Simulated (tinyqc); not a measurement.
Worked calculation: Rayleigh-quotient iteration on a symmetric matrix. One step of it, computed by the program tinyqc.

Task: Step 1. solve (A - shift) w = v; v' = w/|w| with its largest component positive (the first on a tie); lambda = v'^T A v'; the next shift is lambda.

A, lower triangle:
```
          1         2         3
1  1.600000
2  0.125000  4.521000
3  0.105000  0.036000  5.394000
```

vector v at the start: 0.577350  0.577350  0.577350

shift = 1.380000

Give: vector after step 1; Rayleigh quotient after step 1.

Result:

vector after step 1: 0.9990  0.0322  0.0301

Rayleigh quotient after step 1 = 1.6209
